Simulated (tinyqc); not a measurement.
Free and trapped electrons in a MOS channel with a dense trap tail: two steps of the calculation.

p-type body, charge-sheet picture, full ionisation (an idealisation for deep acceptors), Boltzmann statistics for free electrons. e = Ec - EF at the surface. Acceptor-like traps of density D(E) = D0 + De exp(-E/Ew) at depth E below Ec, from 0 to Eu, hold n_t = integral of D(E)/(1 + exp((e - E)/Vt)). psi = Eg - Vt ln(Nv/Na) - e; N_dep = sqrt(2 eps0 eps_r Na (psi - Vt)/q); n_f = sqrt(N_dep^2 + 2 eps0 eps_r Vt Nc exp(-e/Vt)/q) - N_dep; Vg = Vfb + psi + q (N_dep + n_t + n_f)/Cox, Cox = eps0 eox/tox.

Values chosen for this exercise; band and dielectric values close to those of 4H silicon carbide: temperature T = 250 K; band gap Eg = 3.31 eV; relative permittivity eps_r = 9.74; conduction-band density of states at T Nc = 1.27e19 cm^-3; valence-band density of states at T Nv = 1.93e19 cm^-3; relative permittivity of the insulator eox = 3.9; insulator thickness tox = 27 nm; acceptor density Na = 2.9e16 cm^-3; flat-band voltage without trapped charge Vfb = -2.88 V; constant background density of acceptor-like traps D0 = 2.3e10 cm^-2 eV^-1; density of the tail at the conduction edge De = 1.4e13 cm^-2 eV^-1; decay energy of the tail Ew = 0.13 eV; depth below Ec down to which the traps reach Eu = 0.77 eV; mobility of free electrons mf = 130 cm^2/(V s); Ec - EF at the surface e = 0.09 eV.

Constants: q = 1.602176634e-19 C, kB = 1.380649e-23 J/K, Vt = kB T/q, eps0 = 8.8541878128e-14 F/cm where lengths are in cm. Results are converted to the units shown.

Task 1. Trapped charge. Trapezoid rule on 16 equal steps from 0 to Eu, f = 1/(1 + exp((e - E)/Vt)).

Wanted: E; D(E) f; n_t.

Result 1.

```
point   E (eV)  D(E) f (cm^-2 eV^-1)
0            0              2.118e11
1      0.04813              1.214e12
2      0.09625              3.833e12
3       0.1444              4.290e12
4       0.1925              3.180e12
5       0.2406              2.220e12
6       0.2888              1.542e12
7       0.3369              1.072e12
8       0.3850              7.473e11
9       0.4331              5.232e11
10      0.4813              3.685e11
11      0.5294              2.616e11
12      0.5775              1.878e11
13      0.6256              1.368e11
14      0.6737              1.016e11
15      0.7219              7.727e10
16      0.7700              6.048e10
```

n_t = 9.572e11 cm^-2

Task 2. Charges and gate voltage. psi, N_dep, n_f and Vg as defined, with the n_t given; free share n_f/(n_f + n_t); apparent mobility mf n_f/(n_f + n_t); gate voltage spent on traps q n_t/Cox.

n_t = 9.5723528e11 cm^-2

Give: psi; N_dep; n_f; Vg; free share; apparent mobility; gate voltage spent on traps.

Result 2.

psi = 3.0800 V
N_dep = 9.7715e11 cm^-2
n_f = 2.2845e10 cm^-2
Vg = 2.6519 V
free share = 2.3309 %
apparent mobility = 3.0302 cm^2/(V s)
gate voltage spent on traps = 1.1992 V

Numbers from tinyqc (`OMP_NUM_THREADS=1 python tinyqc.py 2222102 2222103 out.jsonl`; about 0.02 s on one thread of a shared Intel Xeon 2.30GHz).
